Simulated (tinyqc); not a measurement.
Inside a calculation. Method: LDA (PW92) atom on a uniform radial grid, spin-unpolarised, for O+. Computed by tinyqc, a small Python program that keeps every step. Settings: Z = 8, points = 128, R = 6.9, functional = lda,pw, mixing = 1.0, iteration cap = 65. Command: `OMP_NUM_THREADS=1 python tinyqc.py 27545 27546 out.jsonl` (the two numbers bound the seeds that draw the settings). One thread of a shared host (Intel(R) Xeon(R) Processor @ 2.60GHz), about 0.3 s of CPU time with the checks. Later iterations appear only in the table of the cycle.

## Iteration 1

Spherical atom on a uniform radial grid r_j = j h with h = R/(N + 1), h sum u^2 = 1 and integrals as h times sums, u(0) = u(R) = 0 (atomic units):
```
parameter           value
Z                       8
points N              128
R                6.900000
h                0.053488
mixing           1.000000
electrons in 1s         2
electrons in 2s         2
electrons in 2p         3
```

Three-point differences turn -u''/2 + [l(l+1)/2r^2 - Z/r + V] u = e u into a tridiagonal matrix (diagonal 1/h^2 + potential, off-diagonal -1/2h^2). D = sum f u^2; the Hartree potential y/r solves y'' = -D/r with y(0) = 0, y(R) = N_e; v_xc comes from rho = D/(4 pi r^2); E = sum f e - int D V + int D (V_H/2 + eps_xc); V(new) = V + mixing (V_H + v_xc - V).

eigenvalues (hartree): 1s -30.65566, 2s -7.91049, 2p -8.03138

Every 8th grid point:
```
r           V in     u(1s)      u(2s)     u(2p)         D       V_H       v_xc
0.42791  0.00000   0.66689   -0.85317   1.22688   6.86097  12.71996   -1.50644
0.85581  0.00000   0.04790   -1.08737   0.87665   4.67486   7.91740   -0.85939
1.28372  0.00000   0.00258   -0.51101   0.35393   0.89807   5.43691   -0.40020
1.71163  0.00000   0.00012   -0.17649   0.11311   0.10067   4.08882   -0.17331
2.13953  0.00000  5.55e-06   -0.05221   0.03180   0.00848   3.27170   -0.07246
2.56744  0.00000  2.39e-07   -0.01406   0.00825   0.00060   2.72645   -0.02922
2.99535  0.00000  1.00e-08   -0.00356   0.00202  3.75e-05   2.33696   -0.01133
3.42326  0.00000  4.11e-10   -0.00086   0.00048  2.16e-06   2.04484   -0.00423
3.85116  0.00000  1.66e-11   -0.00020   0.00011  1.16e-07   1.81763   -0.00154
4.27907  0.00000         0  -4.56e-05  2.42e-05  5.92e-09   1.63587   -0.00054
4.70698  0.00000         0  -1.02e-05  5.27e-06  2.90e-10   1.48715   -0.00019
5.13488  0.00000         0  -2.22e-06  1.13e-06  1.37e-11   1.36322   -0.00007
5.56279  0.00000         0  -4.79e-07  2.39e-07         0   1.25836  -1.08e-05
5.99070  0.00000         0  -1.02e-07  5.00e-08         0   1.16848    0.00000
6.41860  0.00000         0  -2.08e-08  1.01e-08         0   1.09058    0.00000
6.84651  0.00000         0  -1.45e-09  6.96e-10         0   1.02242    0.00000
```

total energy = -65.6868092 hartree

## Iteration 2

As before.

eigenvalues (hartree): 1s -14.95950, 2s -0.67288, 2p -0.24055

Every 8th grid point:
```
r            V in     u(1s)     u(2s)    u(2p)        D      V_H      v_xc
0.42791  11.21352   0.79843  -0.27428  0.32734  1.74690  8.23611  -0.97544
0.85581   7.05801   0.10101  -0.77594  0.54378  2.11165  5.66699  -0.66999
1.28372   5.03671   0.01099  -0.80766  0.62081  2.46107  4.46689  -0.54605
1.71163   3.91550   0.00114  -0.67084  0.61739  2.04354  3.66274  -0.43171
2.13953   3.19924   0.00012  -0.50595  0.57269  1.49591  3.07634  -0.34225
2.56744   2.69723  1.17e-05  -0.36283  0.51015  1.04404  2.63435  -0.27461
2.99535   2.32563  1.17e-06  -0.25250  0.44218  0.71407  2.29317  -0.22306
3.42326   2.04060  1.16e-07  -0.17225  0.37506  0.48135  2.02423  -0.18284
3.85116   1.81610  1.15e-08  -0.11577  0.31187  0.31859  1.80822  -0.15058
4.27907   1.63533  1.14e-09  -0.07685  0.25394  0.20527  1.63179  -0.12399
4.70698   1.48696  1.12e-10  -0.05038  0.20163  0.12704  1.48553  -0.10151
5.13488   1.36316  1.11e-11  -0.03248  0.15468  0.07389  1.36266  -0.08198
5.56279   1.25835         0  -0.02033  0.11245  0.03876  1.25820  -0.06444
5.99070   1.16848         0  -0.01191  0.07404  0.01673  1.16845  -0.04790
6.41860   1.09058         0  -0.00571  0.03838  0.00448  1.09058  -0.03086
6.84651   1.02242         0  -0.00061  0.00423  0.00005  1.02242  -0.00758
```

total energy = -69.0010229 hartree

## Iteration 3

As before.

eigenvalues (hartree): 1s -20.49870, 2s -2.42501, 2p -2.04074

Every 8th grid point:
```
r           V in     u(1s)      u(2s)     u(2p)         D       V_H      v_xc
0.42791  7.26067   0.74786   -0.56110   0.91790   4.27586  11.18381  -1.29555
0.85581  4.99701   0.07430   -1.06453   0.97738   5.14331   7.44439  -0.88561
1.28372  3.92084   0.00590   -0.74527   0.63960   2.33816   5.34441  -0.53745
1.71163  3.23103   0.00043   -0.40350   0.35101   0.69524   4.07369  -0.31047
2.13953  2.73408  3.05e-05   -0.19552   0.17737   0.17083   3.26937  -0.17766
2.56744  2.35974  2.11e-06   -0.08936   0.08568   0.03799   2.72609  -0.10167
2.99535  2.07011  1.44e-07   -0.03944   0.04026   0.00797   2.33690  -0.05815
3.42326  1.84140  9.75e-09   -0.01701   0.01857   0.00161   2.04483  -0.03315
3.85116  1.65765  6.57e-10   -0.00722   0.00846   0.00032   1.81763  -0.01880
4.27907  1.50780  4.41e-11   -0.00303   0.00381   0.00006   1.63587  -0.01060
4.70698  1.38402         0   -0.00126   0.00170  1.19e-05   1.48715  -0.00594
5.13488  1.28068         0   -0.00052   0.00075  2.25e-06   1.36322  -0.00331
5.56279  1.19376         0   -0.00021   0.00033  4.19e-07   1.25836  -0.00183
5.99070  1.12054         0   -0.00008   0.00014  7.46e-08   1.16848  -0.00100
6.41860  1.05972         0  -3.04e-05   0.00005  1.06e-08   1.09058  -0.00051
6.84651  1.01484         0  -2.86e-06  5.21e-06  9.78e-11   1.02242  -0.00010
```

total energy = -70.5298760 hartree

## Convergence

Stop when input and output potentials agree to 1e-7.

Course of the cycle (hartree):
```
iteration            E      e(1s)     e(2s)     e(2p)  largest |V(out) - V(in)|
1          -65.6868092  -30.65566  -7.91049  -8.03138                  1.93e+01
2          -69.0010229  -14.95950  -0.67288  -0.24055                  6.76e+00
3          -70.5298760  -20.49870  -2.42501  -2.04074                  3.91e+00
4          -70.8750769  -17.10638  -1.05010  -0.55438                  2.28e+00
5          -71.0599869  -19.06693  -1.72121  -1.26803                  1.51e+00
6          -71.1251382  -17.74966  -1.23332  -0.74018                  9.78e-01
7          -71.1574529  -18.59646  -1.52894  -1.05707                  6.56e-01
8          -71.1705441  -18.02604  -1.32285  -0.83456                  4.33e-01
9          -71.1766840  -18.40162  -1.45526  -0.97689                  2.90e-01
10         -71.1793088  -18.14972  -1.36506  -0.87964                  1.93e-01
11         -71.1805050  -18.31686  -1.42427  -0.94336                  1.29e-01
...                ...        ...       ...       ...                       ...
36         -71.1814503  -18.24964  -1.40016  -0.91735                  5.13e-06
37         -71.1814503  -18.24964  -1.40016  -0.91735                  3.42e-06
38         -71.1814503  -18.24964  -1.40016  -0.91735                  2.28e-06
39         -71.1814503  -18.24964  -1.40016  -0.91735                  1.52e-06
40         -71.1814503  -18.24964  -1.40016  -0.91735                  1.01e-06
41         -71.1814503  -18.24964  -1.40016  -0.91735                  6.76e-07
42         -71.1814503  -18.24964  -1.40016  -0.91735                  4.51e-07
43         -71.1814503  -18.24964  -1.40016  -0.91735                  3.01e-07
44         -71.1814503  -18.24964  -1.40016  -0.91735                  2.01e-07
45         -71.1814503  -18.24964  -1.40016  -0.91735                  1.34e-07
46         -71.1814503  -18.24964  -1.40016  -0.91735                  8.92e-08
```

Converged in 46 iterations. A uniform grid resolves the cusp poorly: for a bare nucleus this grid gives 1s at -30.65566 against -Z^2/2 = -32 hartree. Before convergence this energy mixes input and output and is not variational, so it may rise towards its limit.
